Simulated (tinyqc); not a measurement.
Worked calculation: Hubbard chain of 4 sites. Computed by tinyqc, a small Python program that keeps every step. Settings: hopping = 1.07, U = 10.1, mixing = 1, iteration cap = 67. Command: `OMP_NUM_THREADS=1 python tinyqc.py 27983 27984 out.jsonl` (the two numbers bound the seeds that draw the settings). One thread of a shared host (Intel(R) Xeon(R) Processor @ 2.60GHz), about 0.1 s of CPU time with the checks. Later iterations appear only in the table of the cycle.

## Mean-field iteration 1

one-body matrix (hopping and site energies) (eV):
```
           1          2          3          4
1  -0.150000  -1.070000   0.000000   0.000000
2  -1.070000  -0.070000  -1.070000   0.000000
3   0.000000  -1.070000  -0.240000  -1.070000
4   0.000000   0.000000  -1.070000  -0.010000
```

U = 10.100000 eV

electrons, up and down: 2  2

mixing = 1

n(up) at the start (a guess, not normalised): 1 0.550000, 2 0.450000, 3 0.550000, 4 0.450000

n(down) at the start (a guess): 1 0.450000, 2 0.550000, 3 0.450000, 4 0.550000

H(up) = T + U n(down), H(down) = T + U n(up); fill the lowest levels; n(new) = n + mixing (n(out) - n); E = tr T (rho up + rho down) + U sum n_up n_down of the output.

levels, up (eV): 3.087161  4.070432  5.828485  6.743922

levels, down (eV): 3.132800  4.159697  5.738517  6.698985

energy = 3.255504 eV

n(up) after iteration 1: 1 0.774024, 2 0.301364, 3 0.715302, 4 0.209310

n(down) after iteration 1: 1 0.259966, 2 0.671148, 3 0.348482, 4 0.720404

## Mean-field iteration 2

As before.

levels, up (eV): 2.132566  2.853829  7.074657  7.668948

levels, down (eV): 1.816225  2.580523  7.347032  7.986220

energy = -0.491773 eV

n(up) after iteration 2: 1 0.953746, 2 0.101406, 3 0.893973, 4 0.050875

n(down) after iteration 2: 1 0.039636, 2 0.914685, 3 0.082811, 4 0.962867

## Convergence

Each step fills the lowest levels of T + U n(other spin) and sets n(new) = n + mixing (n(out) - n); stop when output and input agree to 1e-8.

Course of the cycle:
```
iteration       E (eV)  largest |n(out) - n(in)|  mean |n_up - n_down|
1           3.25550384                  2.41e-01              0.440439
2          -0.49177324                  2.66e-01              0.862635
3          -1.13390968                  7.96e-02              0.957339
4          -1.14509910                  7.76e-03              0.965780
5          -1.14516948                  5.40e-04              0.966402
6          -1.14516986                  4.13e-05              0.966448
7          -1.14516986                  2.85e-06              0.966451
8          -1.14516986                  2.19e-07              0.966451
9          -1.14516986                  1.52e-08              0.966451
10         -1.14516986                  1.16e-09              0.966451
```

local moments n_up - n_down: 1 0.977553, 2 -0.955377, 3 0.955350, 4 -0.977525

Converged in 10 iterations. Before convergence this energy mixes input and output and is not variational, so it may rise towards its limit.

## Exact diagonalisation (36 states)

Lowest levels of the sector, and the double occupancy of the lowest state.

lowest levels (eV): -1.498997  -1.212731  -0.909177  -0.754178  -0.601264  -0.470000

double occupancy per site = 0.023453

The mean-field solution above lies 0.3538 eV above the exact energy.

## The lowest level by Lanczos steps

From a random start vector (not printed): a_j = <q_j|H|q_j>, b_j = norm of the remainder after orthogonalising; the Ritz value is the lowest eigenvalue of the tridiagonal matrix of a and b so far.

Lanczos:
```
j    a_j (eV)  b_j (eV)  lowest Ritz value (eV)
1   11.148101  6.691144             11.14810126
2   10.682194  7.682631              4.21994950
3    7.474641  3.347846             -0.52785451
4   10.050184  4.056748             -0.96548316
5   11.410475  9.034720             -1.02527036
6    7.782743  3.666311             -1.25910122
7    9.000872  2.291020             -1.47804609
8   15.941671  5.652354             -1.48774578
9    9.788822  5.887302             -1.48971610
10   3.648674  2.291318             -1.49473614
```
